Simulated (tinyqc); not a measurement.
Equation-of-state fits to an energy-volume table made by a known binding curve. Changing the half-width of the volume window w. Computed by tinyqc, a small Python program. Command: `OMP_NUM_THREADS=1 python tinyqc.py 3008762 3008763 out.jsonl eosfit sweep`. One thread of a shared host (Intel(R) Xeon(R) Processor @ 2.30GHz), about 0.04 s of CPU time with the checks.

With x = (V/V_0)^(1/3), the energy per atom is E = -D [1 + eta (x - 1)] exp(-eta (x - 1)), so that B0 = D eta^2/(9 V_0) and B' = 1 + 2 eta/3. B' = dB/dP at P = 0.

Inputs (values chosen for the exercise, for a model crystal):
```
quantity,value,unit
cohesive energy D,7.69,eV/atom
true volume V_0,20.7,angstrom^3/atom
stiffness eta,4.77,-
shift of the window centre s,0.025,-
points N,7,-
compression V/V_0 for the pressure test,0.85,-
noise amplitude,0.078,meV
```

Binding curve: universal binding. Noise: added.

numbers xi_j, drawn evenly from -1 to 1: [-0.6290, -0.9410, -0.2004, -0.8420, 0.8478, 0.5469, -0.5430, -0.1920, -0.6429, 0.0529, 0.5795, -0.2202, 0.2871, 0.1006, -0.8832, -0.7143, -0.0354, 0.0122, 0.1571, -0.7584, 0.9093]

Constants: 1 eV/angstrom^3 = 160.2176634 GPa.

Method:
- B0 and B' from the formulas above; P = -dE/dV at V = c V_0 (c the compression chosen), from the curve itself.
- Table: V_j = V_0 [1 + s + w (2 j/(N - 1) - 1)], j = 0..N-1, rounded to 0.001; E_j from the curve plus the noise amplitude times the listed numbers xi_j (xi_0 first), rounded to 1e-7 eV.
- Third-order Birch-Murnaghan is a cubic in u = V^(-2/3): fit it by linear least squares, find the minimum, and take B0 = V E''(V), B' = -1 - V E'''/E'' there.
- Errors are fitted minus exact, relative; the pressure at c V_0 uses P = (3 B0/2) (x^7 - x^5) [1 + (3/4)(B' - 4)(x^2 - 1)], x = (V0/V)^(1/3) with the fitted values.

One run for each value:
```
half-width of the volume window w,error of B0 (%),error of B' (%),error of that pressure (%),root-mean-square residual (meV)
0.030,3.9347,4.3335e+01,2.0970e+01,0.03015
0.045,1.1113,1.3881e+01,6.8463e+00,0.03054
0.060,0.4182,6.4231e+00,3.4227e+00,0.03138
0.080,0.1032,3.2119e+00,1.9549e+00,0.03379
0.110,-0.1071,1.6509e+00,1.1911e+00,0.04443
0.140,-0.2680,1.0062e+00,8.0492e-01,0.07319
0.180,-0.4988,4.5585e-01,3.9793e-01,0.16121
0.220,-0.7692,-4.0432e-02,6.7386e-03,0.33747
```

Over the rows, error of B0 (%) falls from 3.93 to -0.769; error of B' (%) falls from 43.3 to -0.0404; error of that pressure (%) falls from 21.0 to 0.00674 (exponent d ln y / d ln x -2.8 between the first rows and -20 between the last). Noise enters B0 as amplitude/w^2 and B' as amplitude/w^3, while the error of the form grows with w once w is much larger than the shift s: narrow windows suffer from the first, wide ones from the second. A small residual does not prove a small error in B'.

Extremes, crossings and ranges named in words are read from the listed rows.
